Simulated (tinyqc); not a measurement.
# Permittivity of the insulator from five potentials

Inverse problem. A node lies on a semiconductor-insulator interface. Steps: hs = tb/2 down into the semiconductor, ho = tox/2 up into the insulator, hy = L/6 sideways. The flux balance of its box reads eox (hy/ho)(above - node) + eps_r (hy/hs)(below - node) + [(eps_r hs + eox ho)/(2 hy)](left + right - 2 node) - q Na (hs/2) hy/eps0 = 0. Find eox.

Parameters, values chosen for the exercise; semiconductor permittivity close to that of germanium: relative permittivity of the semiconductor eps_r = 16.3; half the body thickness tb = 8 nm; insulator thickness tox = 6.4 nm; channel length L = 46 nm; acceptor density of the depleted body Na = 2.9e17 cm^-3.

Constants: q = 1.602176634e-19 C, eps0 = 8.8541878128e-14 F/cm where lengths are in cm. Results are converted to the units shown.

psi (V): node 0.20435621, above 0.17591804, below 0.23819106, left 0.27173811, right 0.21371841

Solution. The balance is linear in eox.

eox = 25.0

tinyqc, about 0.1 s, one thread, Intel Xeon 2.30GHz (shared host): `OMP_NUM_THREADS=1 python tinyqc.py 2480098 2480099 out.jsonl`
